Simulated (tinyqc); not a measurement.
Inside a calculation. Method: plane-wave Kohn-Sham cycle with exchange-only LDA in a layered model solid. Computed by tinyqc, a small Python program that keeps every step. Settings: points = 16, plane-wave index or count = 3, electrons = 4, k points = 1, area = 12.0, mixing = 0.8, iteration cap = 54, Pulay depth = 5. Command: `OMP_NUM_THREADS=1 python tinyqc.py 27353 27354 out.jsonl` (the two numbers bound the seeds that draw the settings). One thread of a shared host (Intel(R) Xeon(R) Processor @ 2.60GHz), about 0.01 s of CPU time with the checks. Later iterations appear only in the table of the cycle.

## Iteration 1: potential

A solid whose potential varies along x alone (atomic units):
```
parameter                      value
period a                    5.900000
cross-section of the cell  12.000000
electrons per cell                 4
grid points                       16
plane waves -n..n, n               3
k points                           1
V1 in V1 cos(2 pi x/a)     -0.690000
```

density at the start, on the grid x_j = j a/N (e/bohr^3): 0.0564972  0.0564972  0.0564972  0.0564972  0.0564972  0.0564972  0.0564972  0.0564972  0.0564972  0.0564972  0.0564972  0.0564972  0.0564972  0.0564972  0.0564972  0.0564972

V_H(G) = 4 pi rho(G)/G^2 for G != 0 (uniform background); v_x = -(3 rho/pi)^(1/3); V = V_ext + V_H + v_x; Fourier components f(G_m) = (1/N) sum_j f(x_j) exp(-i G_m x_j).

Potentials on the grid (hartree):
```
x           V_ext      V_H       v_x         V
0.00000  -0.69000  0.00000  -0.37786  -1.06786
0.36875  -0.63748  0.00000  -0.37786  -1.01534
0.73750  -0.48790  0.00000  -0.37786  -0.86577
1.10625  -0.26405  0.00000  -0.37786  -0.64191
1.47500         0  0.00000  -0.37786  -0.37786
1.84375   0.26405  0.00000  -0.37786  -0.11381
2.21250   0.48790  0.00000  -0.37786   0.11004
2.58125   0.63748  0.00000  -0.37786   0.25962
2.95000   0.69000  0.00000  -0.37786   0.31214
3.31875   0.63748  0.00000  -0.37786   0.25962
3.68750   0.48790  0.00000  -0.37786   0.11004
4.05625   0.26405  0.00000  -0.37786  -0.11381
4.42500         0  0.00000  -0.37786  -0.37786
4.79375  -0.26405  0.00000  -0.37786  -0.64191
5.16250  -0.48790  0.00000  -0.37786  -0.86577
5.53125  -0.63748  0.00000  -0.37786  -1.01534
```

V(G_m), m = 0, 1, 2, ... (hartree): -0.37786  -0.34500  0.00000  0.00000  0.00000  0.00000  0.00000

## Iteration 1: Hamiltonian at one k

k = 0.00000 2 pi / a

H(m,m') = (k + G_m)^2/2 delta + V(G_m - G_m'), with V(-G) = V(G).

H (hartree):
```
          -3        -2        -1        +0        +1        +2        +3
-3   4.72564  -0.34500   0.00000   0.00000   0.00000   0.00000   0.00000
-2  -0.34500   1.89036  -0.34500   0.00000   0.00000   0.00000   0.00000
-1   0.00000  -0.34500   0.18919  -0.34500   0.00000   0.00000   0.00000
+0   0.00000   0.00000  -0.34500  -0.37786  -0.34500   0.00000   0.00000
+1   0.00000   0.00000   0.00000  -0.34500   0.18919  -0.34500   0.00000
+2   0.00000   0.00000   0.00000   0.00000  -0.34500   1.89036  -0.34500
+3   0.00000   0.00000   0.00000   0.00000   0.00000  -0.34500   4.72564
```

## Iteration 1: levels at that k

Diagonalise the Hermitian matrix.

eigenvalues (hartree): -0.67067  0.12093  0.40959  1.91688  1.92102  4.76739  4.76739

## Iteration 1: new density

Motion across x is left out: the lowest 2 band(s) hold two electrons at each of the k points (j + 1/2)/nk - 1/2. Residual R = rho(out) - rho(in); rho(new) = rho(in) + 0.8 R. rho(out) = 2/(a A nk) sum |psi|^2 with psi = sum c exp(i G x). Harris energy E = band energy - dV sum rho (V_H/2 + v_x) + (3/4) dV sum rho v_x with rho(in), dV = a A/N, band energy = (2/nk) sum of the filled levels.

rho(out) (e/bohr^3): 0.0803225  0.0877874  0.0981271  0.0924542  0.0689323  0.0403780  0.0180736  0.0053691  0.0013888  0.0053691  0.0180736  0.0403780  0.0689323  0.0924542  0.0981271  0.0877874

density after iteration 1 (e/bohr^3): 0.0755575  0.0815293  0.0898011  0.0852628  0.0664453  0.0436018  0.0257583  0.0155947  0.0124105  0.0155947  0.0257583  0.0436018  0.0664453  0.0852628  0.0898011  0.0815293

energy per cell = -0.7216214 hartree

## Iteration 2: potential

As before.

Potentials on the grid (hartree):
```
x           V_ext       V_H       v_x         V
0.00000  -0.69000   0.38547  -0.41631  -0.72084
0.36875  -0.63748   0.36825  -0.42700  -0.69623
0.73750  -0.48790   0.30789  -0.44098  -0.62100
1.10625  -0.26405   0.19256  -0.43342  -0.50491
1.47500         0   0.03021  -0.39885  -0.36864
1.84375   0.26405  -0.14858  -0.34660  -0.23113
2.21250   0.48790  -0.30611  -0.29082  -0.10903
2.58125   0.63748  -0.41223  -0.24603  -0.02078
2.95000   0.69000  -0.44945  -0.22799   0.01256
3.31875   0.63748  -0.41223  -0.24603  -0.02078
3.68750   0.48790  -0.30611  -0.29082  -0.10903
4.05625   0.26405  -0.14858  -0.34660  -0.23113
4.42500         0   0.03021  -0.39885  -0.36864
4.79375  -0.26405   0.19256  -0.43342  -0.50491
5.16250  -0.48790   0.30789  -0.44098  -0.62100
5.53125  -0.63748   0.36825  -0.42700  -0.69623
```

V(G_m), m = 0, 1, 2, ... (hartree): -0.36323  -0.18219  0.00350  -0.00128  0.00091  0.00011  0.00013

## Iteration 2: Hamiltonian at one k

k = 0.00000 2 pi / a

As before.

H (hartree):
```
          -3        -2        -1        +0        +1        +2        +3
-3   4.74027  -0.18219   0.00350  -0.00128   0.00091   0.00011   0.00013
-2  -0.18219   1.90499  -0.18219   0.00350  -0.00128   0.00091   0.00011
-1   0.00350  -0.18219   0.20382  -0.18219   0.00350  -0.00128   0.00091
+0  -0.00128   0.00350  -0.18219  -0.36323  -0.18219   0.00350  -0.00128
+1   0.00091  -0.00128   0.00350  -0.18219   0.20382  -0.18219   0.00350
+2   0.00011   0.00091  -0.00128   0.00350  -0.18219   1.90499  -0.18219
+3   0.00013   0.00011   0.00091  -0.00128   0.00350  -0.18219   4.74027
```

## Iteration 2: levels at that k

As before.

eigenvalues (hartree): -0.46398  0.18127  0.28796  1.91143  1.91430  4.75185  4.75211

## Iteration 2: new density

B (overlaps of the stored error matrices):
```
                1               2
1   2.0624484e-02  -7.7027168e-04
2  -7.7027168e-04   1.1411452e-03
```

Motion across x is left out: the lowest 2 band(s) hold two electrons at each of the k points (j + 1/2)/nk - 1/2. Residual R = rho(out) - rho(in); rho(new) = rho(in) + 0.8 R; Pulay mixing then takes sum c_i of the stored mixed densities, with c from B_ij = sum R_i R_j as in DIIS. rho(out) = 2/(a A nk) sum |psi|^2 with psi = sum c exp(i G x). Harris energy E = band energy - dV sum rho (V_H/2 + v_x) + (3/4) dV sum rho v_x with rho(in), dV = a A/N, band energy = (2/nk) sum of the filled levels.

rho(out) (e/bohr^3): 0.0622829  0.0699337  0.0844491  0.0897552  0.0780253  0.0543555  0.0294956  0.0119443  0.0057545  0.0119443  0.0294956  0.0543555  0.0780253  0.0897552  0.0844491  0.0699337

DIIS coefficients: 0.08201  0.91799

density after iteration 2 (e/bohr^3): 0.0658087  0.0730136  0.0858707  0.0885620  0.0749495  0.0514992  0.0285029  0.0129139  0.0075224  0.0129139  0.0285029  0.0514992  0.0749495  0.0885620  0.0858707  0.0730136

energy per cell = -0.4607739 hartree

## Convergence

Stop when sqrt(dV sum R^2) is below 1e-8, dV = a A/N.

Course of the cycle:
```
iteration  E (hartree)  norm of the residual
1           -0.7216214              3.02e-01
2           -0.4607739              7.11e-02
3           -0.4579861              1.19e-02
4           -0.4580420              7.11e-04
5           -0.4580412              1.64e-04
6           -0.4580412              3.97e-06
7           -0.4580412              3.91e-07
8           -0.4580412              2.76e-10
```

Converged in 8 iterations. Before convergence this energy mixes input and output and is not variational, so it may rise towards its limit.
